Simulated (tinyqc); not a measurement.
UHF in the sto-3g basis, for H6, spin multiplicity 1, step by step (part 2 of 3). This run ends on a higher stationary point, not on the lowest solution. Computed by tinyqc, a small Python program that keeps every step (integrals from PySCF). Command: `OMP_NUM_THREADS=1 python tinyqc.py 23945 23946 out.jsonl` (the two numbers bound the seeds that draw the settings). One thread of a shared host (Intel(R) Xeon(R) Processor @ 2.60GHz), about 0.1 s of CPU time with the checks.

Geometry (angstrom):

| atom | x | y | z |
|---|---|---|---|
| H | 0.000000 | 0.000000 | 0.000000 |
| H | 0.000000 | 0.000000 | 1.209000 |
| H | 0.000000 | 0.000000 | 2.904000 |
| H | 0.000000 | 0.000000 | 4.114000 |
| H | 0.000000 | 0.000000 | 5.809000 |
| H | 0.000000 | 0.000000 | 7.018000 |

## Iteration 3: building the Fock matrix

D(alpha) after iteration 2, lower triangle:
```
           1H 1s      2H 1s      3H 1s      4H 1s     5H 1s     6H 1s
1H 1s   0.343582
2H 1s   0.353006   0.373316
3H 1s  -0.012826   0.043436   0.303787
4H 1s  -0.099643  -0.039317   0.345385   0.422209
5H 1s   0.002042  -0.006482  -0.021658   0.028923  0.344930
6H 1s   0.028590   0.008738  -0.086752  -0.049924  0.356425  0.383652
```

D(beta) after iteration 2, lower triangle:
```
           1H 1s      2H 1s      3H 1s      4H 1s     5H 1s     6H 1s
1H 1s   0.383652
2H 1s   0.356425   0.344930
3H 1s  -0.049924   0.028923   0.422209
4H 1s  -0.086752  -0.021658   0.345385   0.303787
5H 1s   0.008738  -0.006482  -0.039317   0.043436  0.373316
6H 1s   0.028590   0.002042  -0.099643  -0.012826  0.353006  0.343582
```

core Hamiltonian H = T + V (hartree), lower triangle:
```
           1H 1s      2H 1s      3H 1s      4H 1s      5H 1s      6H 1s
1H 1s  -1.375743
2H 1s  -0.723869  -1.598357
3H 1s  -0.049001  -0.386506  -1.702741
4H 1s  -0.003327  -0.050605  -0.799361  -1.702741
5H 1s  -0.000025  -0.000981  -0.050605  -0.386506  -1.598357
6H 1s   0.000000  -0.000025  -0.003327  -0.049001  -0.723869  -1.375743
```

nuclear repulsion = 3.29579010 hartree

Given earlier and not repeated: Two-electron integrals (ij|kl) in chemists' order.

J_ij = sum D_kl (ij|kl) with D = D(alpha) + D(beta), K_ij = sum D_kl (ik|jl) for each spin; F = H + J - K(s); E = tr D H + tr D J / 2 - 0.5 sum_s tr D(s) K(s) + E_nn.

Coulomb J (hartree), lower triangle:
```
          1H 1s     2H 1s     3H 1s     4H 1s     5H 1s     6H 1s
1H 1s  1.657637
2H 1s  0.667538  1.873750
3H 1s  0.037794  0.341276  1.976644
4H 1s  0.002215  0.039387  0.741538  1.976644
5H 1s  0.000013  0.000619  0.039387  0.341276  1.873750
6H 1s  0.000000  0.000013  0.002215  0.037794  0.667538  1.657637
```

exchange K(alpha) (hartree), lower triangle:
```
           1H 1s      2H 1s      3H 1s     4H 1s     5H 1s     6H 1s
1H 1s   0.457264
2H 1s   0.339393   0.491869
3H 1s   0.030537   0.103234   0.441547
4H 1s  -0.009468   0.025032   0.336057  0.519615
5H 1s  -0.001268   0.000211   0.028594  0.105666  0.472855
6H 1s   0.001978  -0.000490  -0.009013  0.024397  0.341482  0.486626
```

exchange K(beta) (hartree), lower triangle:
```
           1H 1s      2H 1s      3H 1s     4H 1s     5H 1s     6H 1s
1H 1s   0.486626
2H 1s   0.341482   0.472855
3H 1s   0.024397   0.105666   0.519615
4H 1s  -0.009013   0.028594   0.336057  0.441547
5H 1s  -0.000490   0.000211   0.025032  0.103234  0.491869
6H 1s   0.001978  -0.001268  -0.009468  0.030537  0.339393  0.457264
```

F(alpha) (hartree), lower triangle:
```
           1H 1s      2H 1s      3H 1s      4H 1s      5H 1s      6H 1s
1H 1s  -0.175370
2H 1s  -0.395724  -0.216476
3H 1s  -0.041745  -0.148464  -0.167644
4H 1s   0.008355  -0.036250  -0.393880  -0.245711
5H 1s   0.001255  -0.000572  -0.039812  -0.150897  -0.197463
6H 1s  -0.001978   0.000478   0.007901  -0.035604  -0.397813  -0.204732
```

F(beta) (hartree), lower triangle:
```
           1H 1s      2H 1s      3H 1s      4H 1s      5H 1s      6H 1s
1H 1s  -0.204732
2H 1s  -0.397813  -0.197463
3H 1s  -0.035604  -0.150897  -0.245711
4H 1s   0.007901  -0.039812  -0.393880  -0.167644
5H 1s   0.000478  -0.000572  -0.036250  -0.148464  -0.216476
6H 1s  -0.001978   0.001255   0.008355  -0.041745  -0.395724  -0.175370
```

total energy of this density = -3.00349256 hartree

## Iteration 3: DIIS over 3 matrices

error matrix X^T (FDS - SDF) X (alpha):
```
           1          2          3          4          5         6
1   0.000000   0.000302   0.000202  -0.004362   0.004976  0.006757
2  -0.000302   0.000000  -0.000359   0.005817  -0.003866  0.004386
3  -0.000202   0.000359   0.000000  -0.001751   0.005316  0.004558
4   0.004362  -0.005817   0.001751   0.000000   0.000460  0.000618
5  -0.004976   0.003866  -0.005316  -0.000460   0.000000  0.000055
6  -0.006757  -0.004386  -0.004558  -0.000618  -0.000055  0.000000
```

B (overlaps of the stored error matrices), lower triangle:
```
                1              2              3
1   3.8460577e-01
2  -2.2648607e-02  1.1810803e-02
3   6.3578765e-03  2.3315892e-03  8.4164429e-04
```

Minimise |sum c_i e_i|^2 with sum c_i = 1: solve [B -1; -1 0][c; lambda] = [0; -1] with B_ij = tr e_i^T e_j summed over both spins, and take F = sum c_i F_i.

DIIS coefficients: -0.043709  -0.353339  1.397048

extrapolated F(alpha) (hartree), lower triangle:
```
           1H 1s      2H 1s      3H 1s      4H 1s      5H 1s      6H 1s
1H 1s  -0.176589
2H 1s  -0.399556  -0.219997
3H 1s  -0.040421  -0.144334  -0.168434
4H 1s   0.007229  -0.036965  -0.396691  -0.249662
5H 1s   0.000920  -0.000604  -0.039305  -0.150230  -0.194680
6H 1s  -0.001766   0.000817   0.007944  -0.036378  -0.398404  -0.203491
```

extrapolated F(beta) (hartree), lower triangle:
```
           1H 1s      2H 1s      3H 1s      4H 1s      5H 1s      6H 1s
1H 1s  -0.203491
2H 1s  -0.398404  -0.194680
3H 1s  -0.036378  -0.150230  -0.249662
4H 1s   0.007944  -0.039305  -0.396691  -0.168434
5H 1s   0.000817  -0.000604  -0.036965  -0.144334  -0.219997
6H 1s  -0.001766   0.000920   0.007229  -0.040421  -0.399556  -0.176589
```

## Iteration 3: diagonalisation and new density

X:
```
               1          2          3          4          5         6
1H 1s   0.392303  -0.614037  -0.519228  -0.395688   0.405616  0.232013
2H 1s  -0.552034   0.662819   0.362693  -0.262136   0.424897  0.315056
3H 1s   0.734351  -0.162293   0.550028   0.426498   0.102722  0.408894
4H 1s  -0.734351  -0.162293  -0.550028   0.426498  -0.102722  0.408894
5H 1s   0.552034   0.662819  -0.362693  -0.262136  -0.424897  0.315056
6H 1s  -0.392303  -0.614037   0.519228  -0.395688  -0.405616  0.232013
```

Diagonalise F' = X^T F X, C = X C', fill 3 alpha and 3 beta electrons from the bottom; D(s) = C_occ C_occ^T. Each column has its largest component positive (the first on a tie).

F' = X^T F X (alpha) (hartree), lower triangle:
```
           1          2         3          4          5          6
1   0.488795
2  -0.003323   0.356361
3  -0.008572  -0.002585  0.224265
4   0.014981   0.035148  0.029565  -0.370465
5   0.024300  -0.014942  0.020807   0.003092  -0.435005
6   0.028907   0.016038  0.014624  -0.000231   0.002974  -0.488124
```

orbital energies (alpha) (hartree): MO1 -0.489717, MO2 -0.436595, MO3 -0.373783, MO4 0.226530, MO5 0.358599, MO6 0.490794

coefficients C (alpha):
```
            MO1        MO2        MO3        MO4        MO5        MO6
1H 1s  0.220102   0.421945  -0.335982  -0.515072  -0.622204   0.428555
2H 1s  0.287732   0.462636  -0.291065   0.360884   0.633434  -0.557777
3H 1s  0.382382   0.063003   0.387447   0.599183  -0.127834   0.743051
4H 1s  0.455727  -0.068179   0.462572  -0.540786  -0.139489  -0.699695
5H 1s  0.304706  -0.392478  -0.305669  -0.363380   0.676896   0.541830
6H 1s  0.254277  -0.398123  -0.403599   0.475449  -0.632781  -0.403669
```

F' = X^T F X (beta) (hartree), lower triangle:
```
           1         2          3          4          5          6
1   0.488795
2   0.003323  0.356361
3  -0.008572  0.002585   0.224265
4  -0.014981  0.035148  -0.029565  -0.370465
5   0.024300  0.014942   0.020807  -0.003092  -0.435005
6  -0.028907  0.016038  -0.014624  -0.000231  -0.002974  -0.488124
```

orbital energies (beta) (hartree): MO1 -0.489717, MO2 -0.436595, MO3 -0.373783, MO4 0.226530, MO5 0.358599, MO6 0.490794

coefficients C (beta):
```
            MO1        MO2        MO3        MO4        MO5        MO6
1H 1s  0.254277  -0.398123  -0.403599   0.475449  -0.632781  -0.403669
2H 1s  0.304706  -0.392478  -0.305669  -0.363380   0.676896   0.541830
3H 1s  0.455727  -0.068179   0.462572  -0.540786  -0.139489  -0.699695
4H 1s  0.382382   0.063003   0.387447   0.599183  -0.127834   0.743051
5H 1s  0.287732   0.462636  -0.291065   0.360884   0.633434  -0.557777
6H 1s  0.220102   0.421945  -0.335982  -0.515072  -0.622204   0.428555
```

D(alpha) after iteration 3, lower triangle:
```
           1H 1s      2H 1s      3H 1s      4H 1s     5H 1s     6H 1s
1H 1s   0.339367
2H 1s   0.356330   0.381541
3H 1s  -0.019428   0.026399   0.300300
4H 1s  -0.083878  -0.035053   0.349188   0.426308
5H 1s   0.004162  -0.004931  -0.026644   0.024228  0.340318
6H 1s   0.023583   0.006452  -0.084226  -0.043669  0.357102  0.386051
```

D(beta) after iteration 3, lower triangle:
```
           1H 1s      2H 1s      3H 1s      4H 1s     5H 1s     6H 1s
1H 1s   0.386051
2H 1s   0.357102   0.340318
3H 1s  -0.043669   0.024228   0.426308
4H 1s  -0.084226  -0.026644   0.349188   0.300300
5H 1s   0.006452  -0.004931  -0.035053   0.026399  0.381541
6H 1s   0.023583   0.004162  -0.083878  -0.019428  0.356330  0.339367
```

## Iteration 4: building the Fock matrix

As before.

Coulomb J (hartree), lower triangle:
```
          1H 1s     2H 1s     3H 1s     4H 1s     5H 1s     6H 1s
1H 1s  1.657927
2H 1s  0.667782  1.874352
3H 1s  0.037794  0.341202  1.976687
4H 1s  0.002214  0.039384  0.741692  1.976687
5H 1s  0.000013  0.000619  0.039384  0.341202  1.874352
6H 1s  0.000000  0.000013  0.002214  0.037794  0.667782  1.657927
```

exchange K(alpha) (hartree), lower triangle:
```
           1H 1s      2H 1s      3H 1s     4H 1s     5H 1s     6H 1s
1H 1s   0.455987
2H 1s   0.341022   0.495749
3H 1s   0.029169   0.098582   0.437833
4H 1s  -0.007954   0.025232   0.337330  0.522967
5H 1s  -0.000887   0.000405   0.027871  0.104431  0.469243
6H 1s   0.001653  -0.000724  -0.008762  0.025093  0.341495  0.488444
```

exchange K(beta) (hartree), lower triangle:
```
           1H 1s      2H 1s      3H 1s     4H 1s     5H 1s     6H 1s
1H 1s   0.488444
2H 1s   0.341495   0.469243
3H 1s   0.025093   0.104431   0.522967
4H 1s  -0.008762   0.027871   0.337330  0.437833
5H 1s  -0.000724   0.000405   0.025232  0.098582  0.495749
6H 1s   0.001653  -0.000887  -0.007954  0.029169  0.341022  0.455987
```

F(alpha) (hartree), lower triangle:
```
           1H 1s      2H 1s      3H 1s      4H 1s      5H 1s      6H 1s
1H 1s  -0.173803
2H 1s  -0.397109  -0.219754
3H 1s  -0.040377  -0.143886  -0.163886
4H 1s   0.006841  -0.036453  -0.395000  -0.249021
5H 1s   0.000874  -0.000767  -0.039092  -0.149735  -0.193248
6H 1s  -0.001653   0.000712   0.007649  -0.036301  -0.397582  -0.206260
```

F(beta) (hartree), lower triangle:
```
           1H 1s      2H 1s      3H 1s      4H 1s      5H 1s      6H 1s
1H 1s  -0.206260
2H 1s  -0.397582  -0.193248
3H 1s  -0.036301  -0.149735  -0.249021
4H 1s   0.007649  -0.039092  -0.395000  -0.163886
5H 1s   0.000712  -0.000767  -0.036453  -0.143886  -0.219754
6H 1s  -0.001653   0.000874   0.006841  -0.040377  -0.397109  -0.173803
```

total energy of this density = -3.00428319 hartree

## Iteration 4: DIIS over 4 matrices

error matrix X^T (FDS - SDF) X (alpha):
```
           1          2          3          4          5          6
1   0.000000  -0.000100   0.000010   0.000290  -0.000257   0.001814
2   0.000100   0.000000   0.000172  -0.000185  -0.001853   0.000209
3  -0.000010  -0.000172   0.000000   0.002364   0.000404   0.000019
4  -0.000290   0.000185  -0.002364   0.000000  -0.000161  -0.000011
5   0.000257   0.001853  -0.000404   0.000161   0.000000   0.000080
6  -0.001814  -0.000209  -0.000019   0.000011  -0.000080   0.000000
```

B (overlaps of the stored error matrices), lower triangle:
```
                1              2              3              4
1   3.8460577e-01
2  -2.2648607e-02  1.1810803e-02
3   6.3578765e-03  2.3315892e-03  8.4164429e-04
4   8.8797482e-04  4.6633576e-06  5.8600346e-05  5.1105690e-05
```

As before.

DIIS coefficients: -0.010402  -0.070269  0.273756  0.806916

extrapolated F(alpha) (hartree), lower triangle:
```
           1H 1s      2H 1s      3H 1s      4H 1s      5H 1s      6H 1s
1H 1s  -0.174375
2H 1s  -0.397714  -0.219942
3H 1s  -0.040355  -0.143918  -0.165030
4H 1s   0.006899  -0.036605  -0.395482  -0.249462
5H 1s   0.000883  -0.000737  -0.039157  -0.149859  -0.193505
6H 1s  -0.001671   0.000744   0.007709  -0.036323  -0.397765  -0.205660
```

extrapolated F(beta) (hartree), lower triangle:
```
           1H 1s      2H 1s      3H 1s      4H 1s      5H 1s      6H 1s
1H 1s  -0.205660
2H 1s  -0.397765  -0.193505
3H 1s  -0.036323  -0.149859  -0.249462
4H 1s   0.007709  -0.039157  -0.395482  -0.165030
5H 1s   0.000744  -0.000737  -0.036605  -0.143918  -0.219942
6H 1s  -0.001671   0.000883   0.006899  -0.040355  -0.397714  -0.174375
```

## Iteration 4: diagonalisation and new density

As before.

F' = X^T F X (alpha) (hartree), lower triangle:
```
           1          2         3          4          5          6
1   0.488916
2  -0.003734   0.354735
3  -0.007375  -0.002548  0.223525
4   0.015197   0.034889  0.031385  -0.368914
5   0.024171  -0.016404  0.021137   0.002358  -0.433771
6   0.030374   0.016125  0.014624   0.000342   0.003673  -0.486413
```

orbital energies (alpha) (hartree): MO1 -0.488150, MO2 -0.435325, MO3 -0.372477, MO4 0.226064, MO5 0.357003, MO6 0.490963

coefficients C (alpha):
```
            MO1        MO2        MO3        MO4        MO5        MO6
1H 1s  0.215944   0.419813  -0.338431  -0.517678  -0.621922   0.428107
2H 1s  0.283818   0.463877  -0.296082   0.362545   0.631286  -0.557468
3H 1s  0.378482   0.071948   0.386426   0.596938  -0.125428   0.746974
4H 1s  0.455549  -0.057019   0.467235  -0.535775  -0.141643  -0.701132
5H 1s  0.310124  -0.390621  -0.298414  -0.367455   0.679164   0.538545
6H 1s  0.262020  -0.400957  -0.399279   0.476368  -0.632748  -0.399153
```

F' = X^T F X (beta) (hartree), lower triangle:
```
           1         2          3          4          5          6
1   0.488916
2   0.003734  0.354735
3  -0.007375  0.002548   0.223525
4  -0.015197  0.034889  -0.031385  -0.368914
5   0.024171  0.016404   0.021137  -0.002358  -0.433771
6  -0.030374  0.016125  -0.014624   0.000342  -0.003673  -0.486413
```

orbital energies (beta) (hartree): MO1 -0.488150, MO2 -0.435325, MO3 -0.372477, MO4 0.226064, MO5 0.357003, MO6 0.490963

coefficients C (beta):
```
            MO1        MO2        MO3        MO4        MO5        MO6
1H 1s  0.262020  -0.400957  -0.399279   0.476368  -0.632748  -0.399153
2H 1s  0.310124  -0.390621  -0.298414  -0.367455   0.679164   0.538545
3H 1s  0.455549  -0.057019   0.467235  -0.535775  -0.141643  -0.701132
4H 1s  0.378482   0.071948   0.386426   0.596938  -0.125428   0.746974
5H 1s  0.283818   0.463877  -0.296082   0.362545   0.631286  -0.557468
6H 1s  0.215944   0.419813  -0.338431  -0.517678  -0.621922   0.428107
```

D(alpha) after iteration 4, lower triangle:
```
           1H 1s      2H 1s      3H 1s      4H 1s     5H 1s     6H 1s
1H 1s   0.337410
2H 1s   0.356234   0.383400
3H 1s  -0.018843   0.026381   0.297750
4H 1s  -0.083691  -0.035497   0.348866   0.429084
5H 1s   0.003974  -0.004826  -0.026043   0.024120  0.337813
6H 1s   0.023383   0.006590  -0.083970  -0.044332  0.357031  0.388845
```

D(beta) after iteration 4, lower triangle:
```
           1H 1s      2H 1s      3H 1s      4H 1s     5H 1s     6H 1s
1H 1s   0.388845
2H 1s   0.357031   0.337813
3H 1s  -0.044332   0.024120   0.429084
4H 1s  -0.083970  -0.026043   0.348866   0.297750
5H 1s   0.006590  -0.004826  -0.035497   0.026381  0.383400
6H 1s   0.023383   0.003974  -0.083691  -0.018843  0.356234  0.337410
```

## Iteration 25 (converged): orbitals

converged F(alpha) (hartree), lower triangle:
```
           1H 1s      2H 1s      3H 1s      4H 1s      5H 1s      6H 1s
1H 1s  -0.190211
2H 1s  -0.397540  -0.206563
3H 1s  -0.038323  -0.146709  -0.206977
4H 1s   0.007340  -0.037871  -0.396360  -0.207246
5H 1s   0.000802  -0.000793  -0.037869  -0.146753  -0.206737
6H 1s  -0.001660   0.000803   0.007346  -0.038315  -0.397538  -0.190045
```

converged F(beta) (hartree), lower triangle:
```
           1H 1s      2H 1s      3H 1s      4H 1s      5H 1s      6H 1s
1H 1s  -0.190045
2H 1s  -0.397538  -0.206737
3H 1s  -0.038315  -0.146753  -0.207246
4H 1s   0.007346  -0.037869  -0.396360  -0.206977
5H 1s   0.000803  -0.000793  -0.037871  -0.146709  -0.206563
6H 1s  -0.001660   0.000802   0.007340  -0.038323  -0.397540  -0.190211
```

As before.

F' = X^T F X (alpha) (hartree), lower triangle:
```
           1          2         3          4          5          6
1   0.489606
2  -0.000028   0.354278
3  -0.006383  -0.000020  0.224085
4   0.000115   0.034986  0.000015  -0.369250
5   0.024262   0.000086  0.021384   0.000024  -0.433576
6   0.000034   0.016284  0.000118   0.000029   0.000025  -0.486504
```

orbital energies (alpha) (hartree): MO1 -0.486823, MO2 -0.434917, MO3 -0.370933, MO4 0.224662, MO5 0.356280, MO6 0.490370

coefficients C (alpha):
```
            MO1        MO2        MO3        MO4        MO5        MO6
1H 1s  0.241706   0.412096  -0.367177  -0.497138  -0.627626   0.413932
2H 1s  0.300346   0.427376  -0.295557   0.365041   0.655311  -0.548845
3H 1s  0.414226   0.065297   0.431029   0.568527  -0.133599   0.724627
4H 1s  0.414513  -0.065179   0.431227  -0.568391  -0.133692  -0.724445
5H 1s  0.300740  -0.427162  -0.295890  -0.364810   0.655455   0.548599
6H 1s  0.241863  -0.411602  -0.367297   0.497054  -0.627950  -0.413835
```

F' = X^T F X (beta) (hartree), lower triangle:
```
           1          2          3          4          5          6
1   0.489606
2   0.000028   0.354278
3  -0.006383   0.000020   0.224085
4  -0.000115   0.034986  -0.000015  -0.369250
5   0.024262  -0.000086   0.021384  -0.000024  -0.433576
6  -0.000034   0.016284  -0.000118   0.000029  -0.000025  -0.486504
```

orbital energies (beta) (hartree): MO1 -0.486823, MO2 -0.434917, MO3 -0.370933, MO4 0.224662, MO5 0.356280, MO6 0.490370

coefficients C (beta):
```
            MO1        MO2        MO3        MO4        MO5        MO6
1H 1s  0.241863  -0.411602  -0.367297   0.497054  -0.627950  -0.413835
2H 1s  0.300740  -0.427162  -0.295890  -0.364810   0.655455   0.548599
3H 1s  0.414513  -0.065179   0.431227  -0.568391  -0.133692  -0.724445
4H 1s  0.414226   0.065297   0.431029   0.568527  -0.133599   0.724627
5H 1s  0.300346   0.427376  -0.295557   0.365041   0.655311  -0.548845
6H 1s  0.241706   0.412096  -0.367177  -0.497138  -0.627626   0.413932
```

D(alpha) after iteration 25, lower triangle:
```
           1H 1s      2H 1s      3H 1s      4H 1s     5H 1s     6H 1s
1H 1s   0.363063
2H 1s   0.357237   0.360212
3H 1s  -0.031234   0.024924   0.361632
4H 1s  -0.085006  -0.030810   0.353317   0.362026
5H 1s   0.005303  -0.004780  -0.030855   0.024907  0.360463
6H 1s   0.023703   0.005291  -0.085006  -0.031306  0.357238  0.362821
```

D(beta) after iteration 25, lower triangle:
```
           1H 1s      2H 1s      3H 1s      4H 1s     5H 1s     6H 1s
1H 1s   0.362821
2H 1s   0.357238   0.360463
3H 1s  -0.031306   0.024907   0.362026
4H 1s  -0.085006  -0.030855   0.353317   0.361632
5H 1s   0.005291  -0.004780  -0.030810   0.024924  0.360212
6H 1s   0.023703   0.005303  -0.085006  -0.031234  0.357237  0.363063
```
